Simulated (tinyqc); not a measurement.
Gas flow in a process chamber: flow regimes, conductance, effective pumping speed, pump-down, outgassing and purge: one step, computed by the program tinyqc. Command: `OMP_NUM_THREADS=1 python tinyqc.py 3121001 3121002 out.jsonl pump walk`. One thread of a shared host (Intel(R) Xeon(R) Processor @ 2.30GHz), about 0.07 s of CPU time with the checks.

Ideal gas, isothermal flow, a pump of constant speed at the end of a round pipe; process gas, volume gas and outgassing are given the same properties. 1 sccm = 101325 Pa x 1e-6 m^3/60 s x T/273.15 K.

Problem. Purging a well-mixed chamber. With steady flow a contaminant decays as exp(-t/residence time); gas used = flow x time.

Inputs (values chosen for the exercise, modelled on water vapour near room temperature): temperature T = 293 K; process gas flow = 790 sccm.

residence time = 4.197670 s

Give: time to dilute 1e3 times; time to dilute 1e6 times; gas used for 1e6.

Solution.

time to dilute 1e3 times = 29.00 s

time to dilute 1e6 times = 57.99 s

gas used for 1e6 = 763.6 standard cm^3
